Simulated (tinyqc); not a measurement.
Floating body of a partially depleted SOI transistor: body voltage and kink: one step of the calculation.

Source at 0 V. Channel current Ic = 2 nf K Vt^2 [F(0) - F(Vd)](1 + la Vd), F(V) = ln^2(1 + exp((Vg - VT - nf V)/(2 nf Vt))), VT = VT0 - gb Vb. Saturation voltage Vs = 2 Vt sqrt(F(0)) + 3 Vt, excess Ve = (Vd - Vs + sqrt((Vd - Vs)^2 + 0.0004 V^2))/2, multiplication M1 = Ai Ve exp(-Bl/Ve). Each junction passes D(v) = J1 (exp(v/Vt) - 1) + J2 (exp(v/(2 Vt)) - 1). Bipolar current Ib = bb J1 (exp(Vb/Vt) - 1). The body settles where M1 (Ic + Ib) = D(Vb) + D(Vb - Vd) + Vb/Rb; drain current Id = (1 + M1)(Ic + Ib) - D(Vb - Vd).

Question. Drain current with floating and with grounded body. Id and VT at the converged Vb, Id at Vb = 0, their ratio, and the bipolar share Ib/(Ic + Ib).

Inputs (values chosen for the exercise); values of the order met in partially depleted silicon-on-insulator transistors:
- T = 300 K (temperature)
- VT0 = 0.35 V (threshold at zero body voltage)
- gb = 0.18 (fall of the threshold per volt of body voltage)
- nf = 1.35 (slope factor)
- K = 130 uA/(V^2 um) (gain factor per width)
- la = 0.03 1/V (channel-length modulation factor)
- Ai = 1.6 1/V (impact-ionisation prefactor)
- Bl = 5.8 V (impact-ionisation voltage)
- J1 = 3e-13 uA/um (diffusion saturation current of each junction)
- J2 = 8.1e-9 uA/um (recombination saturation current of each junction)
- bb = 0.5 (gain of the lateral bipolar transistor on the diffusion current)
- Rb = 3e5 kohm um (resistance of a weak body tie to the source (1e9 stands for no tie, and the term is then dropped))
- Vg = 0.64 V (gate voltage)
- Vd = 2.2 V (drain voltage)

Constants: q = 1.602176634e-19 C, kB = 1.380649e-23 J/K, Vt = kB T/q. Results are converted to the units shown.

converged Vb = 0.74863236 V

Find: VT; Id, floating; Id, grounded; ratio; bipolar share.

Answer.

VT = 0.2152 V
Id, floating = 10.98 uA/um
Id, grounded = 4.983 uA/um
ratio = 2.204
bipolar share = 5.753 %

The body rises to 0.749 V and lowers the threshold by 135 mV.

Range of the model: The multiplication law is an empirical form chosen for the exercise; self-heating and capacitive coupling to the body are left out, and the linear laws are rough once Vb passes about 0.7 V or M1 about 0.1.

Numbers from tinyqc (`OMP_NUM_THREADS=1 python tinyqc.py 2182082 2182083 out.jsonl`; about 0.2 s on one thread of a shared Intel Xeon 2.30GHz).
